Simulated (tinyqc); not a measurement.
Coherent transport through a tight-binding region between two chains, step by step. Computed by tinyqc, a small Python program that keeps every step. Settings: temperature = 300, mu = 0.33. Command: `OMP_NUM_THREADS=1 python tinyqc.py 24540 24541 out.jsonl` (the two numbers bound the seeds that draw the settings). One thread of a shared host (Intel(R) Xeon(R) Processor @ 2.60GHz), about 0.07 s of CPU time with the checks.

## Transmission at E = -0.55 eV

H of the central region (eV):
```
,1,2,3
1,-0.59000,-1.13000,0.00000
2,-1.13000,-0.71000,-1.13000
3,0.00000,-1.13000,-0.58000
```

Leads: semi-infinite chains with site energy 0:
```
parameter,value
lead hopping t (eV),2.960000
coupling to the left lead (eV),1.300000
coupling to the right lead (eV),0.360000
left contact site,1
right contact site,3
```

E = -0.55000 eV

Surface Green function g = (E - i sqrt(4 t^2 - E^2)) / (2 t^2); self-energy tc^2 g on each contact site; G = (E - H - Sigma)^(-1); Gamma = -2 Im Sigma; T = Gamma_L Gamma_R |G_LR|^2; local density of states -Im G_ii / pi.

g = -0.03139-0.33638i 1/eV

G (1/eV):
```
,1,2,3
1,0.32467-1.56547i,0.07067-0.03443i,-0.33467+1.57034i
2,0.07067-0.03443i,-0.02314-0.03272i,0.81756+0.03906i
3,-0.33467+1.57034i,0.81756+0.03906i,0.21891-1.57587i
```

local density of states (1/eV): 0.49830  0.01041  0.50162

transmission = 0.25555

## Transmission across the band

The same steps on a grid of energies.

T(E):
```
E (eV),T
-5.6240000,1.64e-06
-5.0616000,9.92e-06
-4.4992000,3.89e-05
-3.9368000,0.00016
-3.3744000,0.00079
-2.8120000,0.00741
-2.2496000,0.23252
-1.6872000,0.05715
-1.1248000,0.09151
-0.5624000,0.25837
0,0.08616
0.5624000,0.09549
1.1248000,0.08943
1.6872000,0.00380
2.2496000,0.00059
2.8120000,0.00015
3.3744000,4.54e-05
3.9368000,1.58e-05
4.4992000,5.65e-06
5.0616000,1.86e-06
5.6240000,3.73e-07
```

levels of the isolated region (eV): -2.24679  -0.58500  0.95179

## Current

I = (2e/h) int T(E) [f(E - mu - V/2) - f(E - mu + V/2)] dE at 300 K with mu = 0.33 eV, the bias not changing H; 2e^2/h = 77.48092 microsiemens; the integral runs over the band on 4001 points.

Current:
```
V (volt),I (microampere)
0.01000,0.05675
0.05000,0.28395
0.10000,0.56903
0.20000,1.14715
0.40000,2.37110
0.80000,5.50698
```
